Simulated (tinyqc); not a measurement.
Precursor delivery by bubblers, mass-transport growth and the solid composition of a III-V alloy: one step, computed by the program tinyqc. Command: `OMP_NUM_THREADS=1 python tinyqc.py 3003743 3003744 out.jsonl movpe_thermo walk`. One thread of a shared host (Intel(R) Xeon(R) Processor @ 2.30GHz), about 0.01 s of CPU time with the checks.

1 sccm = 44.615 micromol/min; 1 torr = 133.322 Pa. The sources decompose fully at the surface.

Question. Mass transport. Mean velocity u = (F_t/A)(760/p)(T/273); D = D0 (T/273)^1.75 (760/p); boundary layer delta = sqrt(pi D z/u); flux = D dp/(delta k_B T); growth rate = flux x a^3/4.

Inputs (values chosen for the exercise, modelled on triethylgallium (source 1) and trimethylindium (source 2) for the vapour pressures): total flow F_t = 4.4 slm; reactor pressure p = 40 torr; growth temperature T = 1010 K; diffusivity at 273 K and 760 torr = 0.38 cm^2/s; flow cross-section A = 67 cm^2; distance from the leading edge z = 12 cm; lattice constant a = 5.56 angstrom.

Constants: k_B = 1.380649e-23 J/K.

Give: velocity u; D; boundary layer delta; growth rate per torr of group III.

Answer.

velocity u = 76.94 cm/s

D = 71.25 cm^2/s

boundary layer delta = 5.909 cm

growth rate per torr of group III = 178.4 micrometre/(h torr)

Caution: the boundary layer is a quarter or more of the root of the cross-section, so it fills much of the channel and depletion along the flow matters.
